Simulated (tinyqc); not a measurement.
Quantum against classical capture: non-radiative capture by multiphonon emission, one effective mode. Computed by tinyqc, a small Python program. Command: `OMP_NUM_THREADS=1 python tinyqc.py 3004054 3004055 out.jsonl capture walk`. One thread of a shared host (Intel(R) Xeon(R) Processor @ 2.30GHz), about 0.01 s of CPU time with the checks.

The initial state (free carrier plus empty centre) lies dE above the final state; both have the same frequency and are displaced by dQ.

Inputs (values chosen for the exercise, with mass, screening and phonons like those of ZnO):
```
quantity                     value                   unit
energy released dE           0.541                     eV
phonon energy hbar omega      31.7                    meV
Huang-Rhys factor S           7.13                      -
electron-phonon coupling W  0.0052  eV/(u^(1/2) angstrom)
cell volume V                  938             angstrom^3
degeneracy g                     2                      -
broadening b                    25                    meV
carrier mass m               0.269                    m_0
dielectric constant eps       8.39                      -
temperature T                   77                      K
```

Centre: attractive.

Constants: hbar^2/u = 4.18015928e-03 eV angstrom^2; k_B = 8.617333262e-05 eV/K; hbar = 6.582119569e-16 eV s; Ry = 13.605693123 eV.

Method:
- dQ = sqrt(2 S (hbar^2/u)/hbar omega); relaxation energy lambda = S hbar omega; phonons needed P = dE/hbar omega; classical barrier E_b = (dE - lambda)^2/(4 lambda); occupation n = 1/(exp(hbar omega/k_B T) - 1).
- M_p = sum_m w_m <m_i|Q|(m + p)_f>^2 with Q counted from the final minimum and Boltzmann weights w_m for m = 0..24; <m_i|Q|k_f> = sqrt((hbar^2/u)/(2 hbar omega)) [sqrt(k) <m|k-1> + sqrt(k+1) <m|k+1>], with overlaps of oscillators displaced by d = sqrt(2 S) summed on 1500 points from -16 to 16 + d.
- The delta function is a Gaussian of standard deviation b at dE - p hbar omega.
- C_0 = V (2 pi/hbar) g W^2 sum_p M_p Gaussian_p. Here the sum runs over all p.
- Classical (Marcus) form: replace the sum by Q_c^2 exp(-E_b/k_B T)/sqrt(4 pi lambda k_B T), Q_c = dQ (dE + lambda)/(2 lambda).
- Sommerfeld factor of an attractive centre: s(k) = 2 pi nu/(1 - exp(-2 pi nu)), nu = sqrt(Ry*/E), Ry* = Ry m/eps^2, averaged over (2/sqrt(pi)) sqrt(x) exp(-x) dx with x = E/k_B T = t^2 (trapezoid, t to 6 in steps of 0.01).
- The last column is -k_B d ln C_0/d(1/T) from this row and the one above.

dQ = 1.37128 u^(1/2) angstrom

lambda = 0.226021 eV

classical barrier E_b = 0.109737 eV

Against temperature:
```
T (K)  C_0, quantum (cm^3/s)  C_0, classical (cm^3/s)  Sommerfeld factor  activation energy (eV)
29                6.6931e-11               2.6439e-27             32.338                       -
55                6.7366e-11               1.9885e-18             23.482              3.4237e-05
92                7.3642e-11               1.7017e-14             18.157              1.0498e-03
150               1.0464e-10               2.8128e-12             14.221              7.2029e-03
220               1.7596e-10               3.4603e-11             11.746              2.1113e-02
330               3.4996e-10               1.9455e-10              9.599              3.9106e-02
520               7.3067e-10               6.3480e-10              7.666              5.7292e-02
810               1.2435e-09               1.2223e-09              6.176              6.6546e-02
```

What does the comparison show, and why?

At 29.0 K the quantum value is 2.5e16 times the classical one: C_0 comes from tunnelling out of the lowest level and hardly depends on T. At 810 K the ratio is 1.0. The largest apparent activation energy is 0.067 eV against the classical barrier of 0.110 eV, so an Arrhenius fit understates the barrier, through tunnelling and the broadening b at low T and the T^(-1/2) prefactor at high T. The measured coefficient is C = s C_0, and s changes by a factor 0.19 over these rows, so C changes by 3.5 where C_0 changes by 19.

Extremes, crossings and ranges named in words are read from the listed rows.
